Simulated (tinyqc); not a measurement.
Harmonic frequencies on the PBE/6-311g surface (energies and gradients from PySCF), for H2, spin multiplicity 1, step by step. One step of it, computed by the program tinyqc.

Task: Normal modes. Diagonalise H_ij / sqrt(m_i m_j); the 5 smallest eigenvalues belong to translations and rotations; wavenumber = sqrt(eigenvalue / 1822.888) x 219474.63; each mode has its largest component positive (the first on a tie); zero-point energy = sum of wavenumbers / 2, with 349.755 1/cm per kcal/mol. A mass of 2.014 u marks deuterium.

Hessian (symmetrised) (hartree/bohr^2), order 1Hx, 1Hy, 1Hz, 2Hx, 2Hy, 2Hz:
```
[[0.00000992, 0.00000000, 0.00000000, -0.00000992, 0.00000000, 0.00000000],
 [0.00000000, 0.00000992, 0.00000000, 0.00000000, -0.00000992, 0.00000000],
 [0.00000000, 0.00000000, 0.35014324, 0.00000000, 0.00000000, -0.35014324],
 [-0.00000992, 0.00000000, 0.00000000, 0.00000992, 0.00000000, 0.00000000],
 [0.00000000, -0.00000992, 0.00000000, 0.00000000, 0.00000992, 0.00000000],
 [0.00000000, 0.00000000, -0.35014324, 0.00000000, 0.00000000, 0.35014324]]
```

masses (u): [2.014102, 1.007825]

Give: eigenvalues of the mass-weighted Hessian; harmonic wavenumbers of the vibrations; mass-weighted modes; zero-point energy.

Result:

eigenvalues of the mass-weighted Hessian (hartree/(bohr^2 u)): [0.0000, 0.0000, 0.0000, 0.0000, 0.0000, 0.5213]

harmonic wavenumbers of the vibrations (1/cm): [3711.4]

mass-weighted modes, order 1Hx, 1Hy, 1Hz, 2Hx, 2Hy, 2Hz:
```
[[0.0000],
 [0.0000],
 [-0.5775],
 [0.0000],
 [0.0000],
 [0.8164]]
```

zero-point energy = 5.3057 kcal/mol
